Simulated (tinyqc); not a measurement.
# Worked calculation: Schottky barrier on an n-type semiconductor with a surface-enhanced doping, non-linear Poisson equation by Newton steps

Program tinyqc, `OMP_NUM_THREADS=1 python tinyqc.py 2020158 2020159 out.jsonl`; Intel Xeon 2.30GHz, shared host, one thread, about 0.08 s. Printed values are rounded.

One dimension, metal at x = 0, donor density C(x) = Nd + N0 exp(-x/Ls). Energies are counted from the electron Fermi level of the semiconductor and the conduction-band edge is Ec = -psi, so n = Nc exp(psi/Vt); holes follow the Fermi level of the metal, at -V, so p = Nv exp((V - psi - Eg)/Vt). Ends: psi(0) = V - phiB and psi = Vt ln(Nd/Nc) deep inside. Boltzmann statistics, full ionisation, no current, no image force in the Poisson equation.

Values chosen for this exercise; band and dielectric values those of a made-up semiconductor: temperature T = 400 K; band gap Eg = 1.4 eV; relative permittivity eps_r = 8.88; conduction-band density of states at T Nc = 1.44e18 cm^-3; valence-band density of states at T Nv = 2.22e19 cm^-3; donor density deep in the semiconductor Nd = 3.7e15 cm^-3; barrier height phiB = 0.92 eV; bias of the metal against the semiconductor V = 0 V; extra donor density at the surface N0 = 3.6e16 cm^-3; decay length Ls = 80 nm.

Constants: q = 1.602176634e-19 C, kB = 1.380649e-23 J/K, Vt = kB T/q, eps0 = 8.8541878128e-14 F/cm where lengths are in cm. Results are converted to the units shown.

## End potentials, built-in voltage, Debye length

psi_0 = V - phiB, psi_b = Vt ln(Nd/Nc), Vbi = phiB - Vt ln(Nc/Nd), LD = sqrt(eps0 eps_r Vt/(q Nd)), W = sqrt(2 eps0 eps_r (Vbi - V)/(q Nd)), hole density at the metal p_0 = Nv exp((phiB - Eg)/Vt).

psi_0 = -0.92 V
psi_b = -0.2055774 V
Vbi = 0.7144226 V
LD = 67.61472 nm
W for uniform Nd = 435.3288 nm
p_0 = 1.988928e13 cm^-3

The hole density at the metal is 0.0054 times Nd, so holes hardly matter.

## Doping on the mesh

```
node,x (nm)
0,0
1,63
2,134
3,214
4,305
5,406
6,521
7,651
8,797
9,962
10,1150
11,1360
12,1590
```

C = Nd + N0 exp(-x/Ls), taken at the nodes.

```
node,donor density C (cm^-3)
0,3.97e16
1,2.007931e16
2,1.044309e16
3,6.180646e15
4,4.495344e15
5,3.925039e15
6,3.753451e15
7,3.710525e15
8,3.701697e15
9,3.700216e15
10,3.700021e15
11,3.700001e15
12,3.700000e15
```

## Couplings between neighbouring nodes

a_i = eps0 eps_r/h_i for the interval from node i to i + 1, with h_i = x_(i+1) - x_i in cm.

```
interval,coupling a_i (F/cm^2)
0,1.248019e-7
1,1.107397e-7
2,9.828148e-8
3,8.640131e-8
4,7.784672e-8
5,6.836973e-8
6,6.048091e-8
7,5.385287e-8
8,4.765163e-8
9,4.182191e-8
10,3.744057e-8
11,3.418486e-8
```

## Starting potential

A straight line in x from psi_0 = V - phiB to psi_b = Vt ln(Nd/Nc).

```
node,psi at the start (V)
0,-0.9200000
1,-0.8916927
2,-0.8597908
3,-0.8238450
4,-0.7829567
5,-0.7375751
6,-0.6859030
7,-0.6274911
8,-0.5618900
9,-0.4877518
10,-0.4032792
11,-0.3089215
12,-0.2055774
```

## Iteration 1: densities, residual and Jacobian diagonal

n_i = Nc exp(psi_i/Vt), p_i = Nv exp((V - psi_i - Eg)/Vt), rho_i = p_i - n_i + C_i, g_i = (n_i + p_i)/Vt. Box widths w_i = (h_(i-1) + h_i)/2 in cm. Residual F_i = a_i (psi_(i+1) - psi_i) - a_(i-1) (psi_i - psi_(i-1)) + q rho_i w_i; Jacobian: a_(i-1) and a_i beside the diagonal, b_i = -a_(i-1) - a_i - q g_i w_i on it. The two end nodes are fixed.

```
node,n (cm^-3),p (cm^-3)
0,3.688694e6,1.988928e13
1,8.385503e6,8.749087e12
2,2.115803e7,3.467501e12
3,6.003055e7,1.222136e12
4,1.965815e8,3.732064e11
5,7.333736e8,1.000384e11
6,3.283710e9,2.234226e10
7,1.787815e10,4.103641e9
8,1.199112e11,6.118320e8
9,1.030291e12,7.120853e7
10,1.194725e13,6.140785e6
11,1.845537e14,3.975293e5
12,3.7e15,19828.51
```

```
node,residual F (C/cm^2),diagonal b (F/cm^2)
1,2.156369e-8,-2.358141e-7
2,1.263661e-8,-2.091429e-7
3,8.468300e-9,-1.847314e-7
4,6.914815e-9,-1.642647e-7
5,6.791866e-9,-1.462215e-7
6,7.366810e-9,-1.288521e-7
7,8.203955e-9,-1.143352e-7
8,9.222054e-9,-1.015132e-7
9,1.046071e-8,-8.955807e-8
10,1.175880e-8,-8.036757e-8
11,1.239121e-8,-9.049764e-8
```

## Iteration 1: Newton step

Solve the tridiagonal system a_(i-1) d_(i-1) + b_i d_i + a_i d_(i+1) = -F_i for nodes 1 to 11, with d = 0 on fixed nodes. Each component d is damped to sign(d) Vt ln(1 + |d|/Vt) before it is added.

```
node,"Newton step d, before damping (V)"
1,0.566546
2,1.011703
3,1.385966
4,1.714458
5,1.990589
6,2.205803
7,2.327337
8,2.311550
9,2.100601
10,1.614367
11,0.804817
```

```
node,psi after iteration 1 (V)
0,-0.9200000
1,-0.7931604
2,-0.7421530
3,-0.6956657
4,-0.6476063
5,-0.5971717
6,-0.5420183
7,-0.4817854
8,-0.4164155
9,-0.3455250
10,-0.2699603
11,-0.1988788
12,-0.2055774
```

## Iteration 2: densities, residual and Jacobian diagonal

As before.

```
node,n (cm^-3),p (cm^-3)
0,3.688694e6,1.988928e13
1,1.462115e8,5.017766e11
2,6.421636e8,1.142474e11
3,2.473779e9,2.965725e10
4,9.974282e9,7.355466e9
5,4.308538e10,1.702793e9
6,2.134188e11,3.437630e8
7,1.224994e12,5.989050e7
8,8.161281e12,8.989457e6
9,6.381739e13,1.149616e6
10,5.714950e14,1.283747e5
11,4.493655e15,16326.46
12,3.7e15,19828.51
```

```
node,residual F (C/cm^2),diagonal b (F/cm^2)
1,1.137356e-8,-2.355572e-7
2,1.155287e-8,-2.090252e-7
3,8.050201e-9,-1.846841e-7
4,6.688020e-9,-1.642488e-7
5,6.636278e-9,-1.462187e-7
6,7.238471e-9,-1.288628e-7
7,8.078692e-9,-1.144124e-7
8,9.059708e-9,-1.020944e-7
9,1.006537e-8,-9.470907e-8
10,9.475847e-9,-1.321244e-7
11,-5.687782e-9,-5.311407e-7
```

## Iteration 2: Newton step

As before.

```
node,"Newton step d, before damping (V)"
1,0.400802
2,0.749850
3,1.025626
4,1.246164
5,1.405037
6,1.488914
7,1.464348
8,1.288882
9,0.916412
10,0.366073
11,0.015096
```

```
node,psi after iteration 2 (V)
0,-0.9200000
1,-0.7057496
2,-0.6344451
3,-0.5775722
4,-0.5229983
5,-0.4685327
6,-0.4114271
7,-0.3517546
8,-0.2906764
9,-0.2311792
10,-0.1854157
11,-0.1863587
12,-0.2055774
```

## Iteration 3: densities, residual and Jacobian diagonal

As before.

```
node,n (cm^-3),p (cm^-3)
0,3.688694e6,1.988928e13
1,1.846326e9,3.973594e10
2,1.461187e10,5.020951e9
3,7.608045e10,9.643146e8
4,3.705729e11,1.979786e8
5,1.799329e12,4.077380e7
6,9.432110e12,7.778269e6
7,5.326596e13,1.377343e6
8,3.133290e14,2.341484e5
9,1.760486e15,41673.43
10,6.640915e15,11047.50
11,6.461695e15,11353.91
12,3.7e15,19828.51
```

```
node,residual F (C/cm^2),diagonal b (F/cm^2)
1,2.711736e-9,-2.355429e-7
2,1.032572e-8,-2.090219e-7
3,7.592222e-9,-1.846859e-7
4,6.438389e-9,-1.642646e-7
5,6.452899e-9,-1.463068e-7
6,7.053020e-9,-1.293877e-7
7,7.766398e-9,-1.177505e-7
8,7.987634e-9,-1.241514e-7
9,4.564028e-9,-2.339027e-7
10,-1.132577e-8,-6.935313e-7
11,-1.035607e-8,-7.323899e-7
```

## Iteration 3: Newton step

As before.

```
node,"Newton step d, before damping (V)"
1,0.2472845
2,0.5014857
3,0.6828503
4,0.8013051
5,0.8502413
6,0.8127016
7,0.6608664
8,0.3880574
9,0.0965482
10,-0.0113030
11,-0.0147179
```

```
node,psi after iteration 3 (V)
0,-0.9200000
1,-0.6333308
2,-0.5398620
3,-0.4729422
4,-0.4131001
5,-0.3566731
6,-0.3010621
7,-0.2481975
8,-0.2042900
9,-0.1851537
10,-0.1951915
11,-0.1986148
12,-0.2055774
```

## Course of the Newton iteration

Stop when the largest undamped |d| is below 1e-9 V, or after 80 iterations.

Course of the iteration:
```
iteration,largest |F| (C/cm^2),largest |d| (V),at node
1,2.16e-8,2.33,7
2,1.16e-8,1.49,6
3,1.13e-8,0.850,5
4,9.79e-9,0.442,4
5,7.58e-9,0.204,3
6,7.23e-9,0.0846,3
7,3.18e-9,0.0264,3
8,9.33e-10,4.68e-3,3
9,5.23e-11,2.08e-4,3
10,1.18e-13,4.42e-7,3
11,5.56e-19,2.00e-12,3
```

Converged in 11 iterations. Once the step is below 0.1 Vt, 2 more iteration(s) reach the threshold: near the solution the error is roughly squared each time.

## Converged densities, field and barrier lowering

```
node,converged psi (V)
0,-0.9200000
1,-0.5637296
2,-0.3568568
3,-0.2517284
4,-0.2147594
5,-0.2065378
6,-0.2054454
7,-0.2054847
8,-0.2055518
9,-0.2055726
10,-0.2055767
11,-0.2055773
12,-0.2055774
```

n and p as above; E_i = -(psi_(i+1) - psi_i)/h_i; at the metal |E_0| = |E on interval 0| + q rho_0 (h_0/2)/(eps0 eps_r), rho_0 = p_0 - n_0 + C_0; image-force lowering dphi = sqrt(q |E_0|/(4 pi eps0 eps_r)).

```
node,n (cm^-3),p (cm^-3)
0,3.688694e6,1.988928e13
1,1.136794e11,6.453721e8
2,4.593716e13,1.597084e6
3,9.698938e14,75642.81
4,2.834742e15,25880.83
5,3.598324e15,20388.79
6,3.714189e15,19752.76
7,3.709964e15,19775.26
8,3.702748e15,19813.79
9,3.700507e15,19825.79
10,3.700068e15,19828.15
11,3.700007e15,19828.47
12,3.7e15,19828.51
```

```
interval,field E (kV/cm)
0,-56.55085
1,-29.13701
2,-13.14105
3,-4.06253
4,-0.81401
5,-0.09499
6,0.00302
7,0.00460
8,0.00126
9,0.00022
10,0.00003
11,0.00000
```

|E_0| at the metal = 82.04657 kV/cm
image-force lowering = 36.47536 mV

A mesh of about 1000 nodes or more gives |E_0| = 77.57 kV/cm; the 13-node value is 5.8 % above it.
